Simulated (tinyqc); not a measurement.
Size effects in the resistivity of thin metal films and interconnect lines: one step, computed by the program tinyqc. Command: `OMP_NUM_THREADS=1 python tinyqc.py 3025357 3025358 out.jsonl size walk`. One thread of a shared host (Intel(R) Xeon(R) Processor @ 2.30GHz), about 0.01 s of CPU time with the checks.

Electrons lose their drift at surfaces (a share 1 - p of the hits) and at grain boundaries (reflection R), besides bulk scattering. The line sits in a trench with a non-conducting liner on both walls and the bottom; the spacing equals the drawn width.

Problem. Resistance and delay. Total: rho = rho_b [1 + surface excess + grain excess]; resistance per length rho/(w_m h_m); capacitance per length C = 2 k eps_0 (aspect ratio + 1/2), a parallel-plate estimate for two neighbours plus a fixed term for the planes above and below; delay 0.38 R C L^2; effective resistivity per drawn area.

Inputs (values chosen for the exercise, modelled on cobalt): bulk resistivity rho_b = 6.07 microohm cm; aspect ratio (height over width) = 2.9; line length = 2.9 micrometre; permittivity of the dielectric k = 3.7.

Geometry: line.

rho/rho_b from surfaces = 1.806957

rho/rho_b from grains = 1.730107

metal width w_m = 5.7 nm

metal height h_m = 26.13 nm

share of the trench filled by metal = 54.58494 %

Constants: eps_0 = 8.8541878128e-12 F/m.

Give: resistivity rho; resistance per length; capacitance per length; RC delay; effective resistivity per drawn area.

Solution.

resistivity rho = 15.40 microohm cm

resistance per length = 1034 ohm/micrometre

capacitance per length = 0.2228 fF/micrometre

RC delay = 0.7361 ps

effective resistivity per drawn area = 28.21 microohm cm

Of the factor 4.65 over bulk, scattering gives 2.54 and the liner 1.83; within scattering, surfaces outweigh grain boundaries (0.73 against 0.81, grains first).
